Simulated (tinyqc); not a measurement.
Geometry relaxation of a small cluster: one step, computed by the program tinyqc. Command: `OMP_NUM_THREADS=1 python tinyqc.py 3019757 3019758 out.jsonl relax walk`. One thread of a shared host (Intel(R) Xeon(R) Processor @ 2.30GHz), about 0.03 s of CPU time with the checks.

E = sum_i {sum_j A exp(-p (r_ij/r0 - 1)) - xi sqrt(rho_i)}, rho_i = sum_j exp(-2 q (r_ij/r0 - 1)); the force on i is -sum_j w_ij (R_i - R_j)/r_ij with w_ij = -(2p/r0) A exp(-p (r_ij/r0 - 1)) + (xi q/r0) exp(-2 q (r_ij/r0 - 1)) (rho_i^(-1/2) + rho_j^(-1/2)).

Problem. The first two steps. Steepest descent: R(new) = R + eta F. No atom moves more than 0.3 angstrom a step (the whole step is scaled). Stop when the largest force component is below 1e-5 eV/angstrom.

Inputs (values chosen for the exercise, for model atoms):

| quantity | value | unit |
|---|---|---|
| length r0 | 2.63 | angstrom |
| repulsion A | 0.19 | eV |
| hopping xi | 1.89 | eV |
| decay p | 9.66 | - |
| decay q | 3.36 | - |
| step factor eta | 0.017 | angstrom^2/eV |

Potential: Gupta. Method: steepest descent.

starting positions (angstrom):
```
           x      y      z
atom 1   0.2  -0.11   0.11
atom 2  2.34    0.1   0.25
atom 3  2.37   2.54   0.12
atom 4  0.06   2.68    0.1
atom 5  1.32   1.19   1.57
atom 6  1.47   1.23  -1.75
```

Give: positions after step 1; energy after step 1; positions after step 2; energy after step 2.

Solution.

positions after step 1 (angstrom):
```
            x       y       z
atom 1  0.147  -0.114   0.084
atom 2  2.448   0.034   0.168
atom 3  2.384   2.557   0.097
atom 4  0.064   2.664   0.093
atom 5  1.255   1.257   1.685
atom 6  1.462   1.233  -1.727
```

energy after step 1 = -19.51 eV

positions after step 2 (angstrom):
```
            x       y       z
atom 1  0.148  -0.098   0.076
atom 2  2.457   0.036   0.154
atom 3  2.385   2.551   0.088
atom 4  0.072   2.644   0.088
atom 5  1.243   1.263   1.693
atom 6  1.455   1.234  -1.699
```

energy after step 2 = -19.63 eV
